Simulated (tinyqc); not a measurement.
# From one set of inputs to another, one input at a time

Model: bias-temperature instability from a Gaussian distribution of capture and emission barriers. Computed by tinyqc, a small Python program. Command: `OMP_NUM_THREADS=1 python tinyqc.py 3004780 3004781 out.jsonl bti ladder`. One thread of a shared host (Intel(R) Xeon(R) Processor @ 2.30GHz), about 0.02 s of CPU time with the checks.

Each trap has a capture time tau_0 exp(E_c/(k_B T)) under stress and an emission time tau_0 exp(E_e/(k_B T)) after it. E_c is Gaussian, and E_e = E_c + d with d Gaussian and independent. A trap counts as filled once t_s exceeds its capture time and as emptied once t_r exceeds its emission time.

The inputs printed are set A. Inputs not listed in the table keep their values of set A, so the rows need not describe a real material.

Inputs (values chosen for the exercise, for a model p-channel transistor):

| quantity | value | unit |
|---|---|---|
| shift with all traps filled V_max | 160 | mV |
| mean capture barrier at zero field mu_c | 1.61 | eV |
| spread of capture barriers sigma_c | 0.34 | eV |
| lowering of mu_c per field k_F | 0.059 | eV/(MV/cm) |
| oxide field F | 5.7 | MV/cm |
| mean of E_e - E_c at the stress field, delta | -0.39 | eV |
| spread of E_e - E_c, sigma_d | 0.31 | eV |
| time constant tau_0 | 8e-10 | s |
| temperature T | 25 | C |
| stress time t_s | 4 | s |
| recovery time t_r | 8e-06 | s |

Constants: k_B = 8.617333262e-05 eV/K.

Method:
- Demarcation energies E_s = k_B T ln(t_s/tau_0), E_r = k_B T ln(t_r/tau_0); mean barrier mu = mu_c - k_F F; z = (E_s - mu)/sigma_c; Phi is the standard normal distribution.
- Temperatures in kelvin are T(C) + 273.15.
- Shift without recovery dV0 = V_max Phi(z); local time exponent n = d ln dV0/d ln t_s = (k_B T/sigma_c) exp(-z^2/2)/(sqrt(2 pi) Phi(z)); apparent activation energy n E_s.
- Remaining shift dV = V_max int_(-infinity)^(E_s) g(E_c) [1 - Phi((E_r - E_c - delta)/sigma_d)] dE_c, g the Gaussian density of E_c (Gauss-Legendre, 120 points over 7 sigma_c below E_s).

Each row keeps all changes above it:

| input moved | from | to | shift without recovery dV0 (mV) | time exponent n | remaining share dV/dV0 |
|---|---|---|---|---|---|
| set A | - | - | 3.1628 | 0.18326 | 0.29705 |
| mean of E_e - E_c at the stress field, delta (eV) | -0.39 | -0.34 | 3.1628 | 0.18326 | 0.35215 |
| lowering of mu_c per field k_F (eV/(MV/cm)) | 0.059 | 0.061 | 3.4290 | 0.18101 | 0.35090 |
| time constant tau_0 (s) | 8e-10 | 1e-09 | 3.2929 | 0.18214 | 0.35153 |
| recovery time t_r (s) | 8e-06 | 0.005 | 3.2929 | 0.18214 | 0.18682 |
| oxide field F (MV/cm) | 5.7 | 7 | 5.6402 | 0.16662 | 0.18093 |
| stress time t_s (s) | 4 | 100 | 9.3985 | 0.15072 | 0.24650 |
| spread of E_e - E_c, sigma_d (eV) | 0.31 | 0.18 | 9.3985 | 0.15072 | 0.14281 |

Shift without recovery dV0 goes from 3.16 to 9.40, a factor 2.97 in all. The largest single move comes from oxide field F (a factor 1.71). Time exponent n goes from 0.183 to 0.151, a factor 0.822 in all. The largest single move comes from stress time t_s (a factor 0.905). Remaining share dV/dV0 goes from 0.297 to 0.143, a factor 0.481 in all. The largest single move comes from recovery time t_r (a factor 0.531), and stress time t_s works against it (a factor 1.36). The single moves hold for this order of the switches; the total does not depend on the order.

Caution (all rows): part of the filled traps have an emission barrier near or below zero, which means only that they empty at once.

Extremes, crossings and ranges named in words are read from the listed rows.
